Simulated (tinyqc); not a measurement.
## Threshold of a short bulk MOSFET: charge sharing, barrier lowering, narrow width: effect of the body-source voltage

n-channel device on a p-type body, depletion approximation, full ionisation. Uniform doping N = Na. Vbi from Boltzmann statistics is rough for the degenerate source. Cox = eps0 eox/tox.

ni = sqrt(Nc Nv) exp(-Eg/(2 Vt)), Eg in volts; 2 pB = 2 Vt ln(N/ni); flat band Vfb - Vt ln(N/Na); Wd = sqrt(2 eps0 eps_r (2 pB - Vbs)/(q N)); body term q N Wd/Cox; long-channel VT0 = flat band + 2 pB + body term; Vbi = Vt ln(N Nsd/ni^2); scale length l = sqrt((eps_r/eox) tox Wd). Charge sharing (trapezoid; it ignores Vds): F = (xj/L)(sqrt(1 + 2 Wd/xj) - 1), lowering = body term times F. Barrier lowering: th = exp(-L/(2 l)) + 2 exp(-L/l), lowering = th [2 (Vbi - 2 pB) + Vds], DIBL = th. Narrow width: rise = body term times xw Wd/W. VT by each model = VT0 - lowering + rise. DIBL under 0.001 mV/V is printed as 0.

Values chosen for this exercise; band and dielectric values close to those of silicon: temperature T = 400 K; band gap Eg = 1.14 eV; relative permittivity eps_r = 11.5; conduction-band density of states at T Nc = 4.22e19 cm^-3; valence-band density of states at T Nv = 4.03e19 cm^-3; relative permittivity of the gate insulator (close to silicon nitride) eox = 7.32; insulator thickness tox = 3 nm; channel doping Na = 1.1e18 cm^-3; source and drain doping Nsd = 1e20 cm^-3; flat-band voltage for the doping Na Vfb = -0.76 V; junction depth xj = 38 nm; drain-source voltage Vds = 0.5 V; gate width W = 330 nm; shape factor of the fringing depletion at the width edges xw = 1.5708; channel length L = 100 nm.

Constants: q = 1.602176634e-19 C, kB = 1.380649e-23 J/K, Vt = kB T/q, eps0 = 8.8541878128e-14 F/cm where lengths are in cm. Results are converted to the units shown.

The same in every row: N (cm^-3) = 1.1000e18.

Result of one run:
```
Vbs (V)  VT0 (V)     L/l        F  DIBL (mV/V)  VT, charge sharing (V)  VT, barrier lowering (V)
-0.3     0.43268  7.5640  0.27287       23.815                 0.40353                   0.46677
```

What becomes of these results when the body-source voltage Vbs is changed from -0.3 to -2.1 V, all else the same?

Result of the changed run:
```
Vbs (V)  VT0 (V)     L/l        F  DIBL (mV/V)  VT, charge sharing (V)  VT, barrier lowering (V)
-2.1     0.60967  6.0080  0.38885       54.507                 0.55738                   0.69964
```

The whole series:
```
Vbs (V)  VT0 (V)     L/l        F  DIBL (mV/V)  VT, charge sharing (V)  VT, barrier lowering (V)
0        0.39179  8.1336  0.24301       17.719                 0.36815                   0.41736
-0.3     0.43268  7.5640  0.27287       23.815                 0.40353                   0.46677
-0.6     0.46867  7.1506  0.29806       29.575                 0.43463                   0.51155
-0.9     0.50118  6.8301  0.32004       35.036                 0.46276                   0.55309
-1.2     0.53107  6.5706  0.33965       40.230                 0.48868                   0.59223
-1.5     0.55887  6.3540  0.35743       45.191                 0.51288                   0.62947
-1.8     0.58498  6.1689  0.37374       49.942                 0.53570                   0.66519
-2.1     0.60967  6.0080  0.38885       54.507                 0.55738                   0.69964
```

As Vbs goes from 0 to -2.1, VT0 rises from 0.392 to 0.610 V, DIBL rises from 17.7 to 54.5 mV/V, F rises from 0.243 to 0.389 and VT by barrier lowering rises from 0.417 to 0.700 V. The apparent body effect -dVT/dVbs between the first two rows is 0.165 by barrier lowering and 0.118 by charge sharing, against 0.136 for a long device.

Program tinyqc, `OMP_NUM_THREADS=1 python tinyqc.py 2002131 2002132 out.jsonl`; Intel Xeon 2.30GHz, shared host, one thread, about 0.01 s.
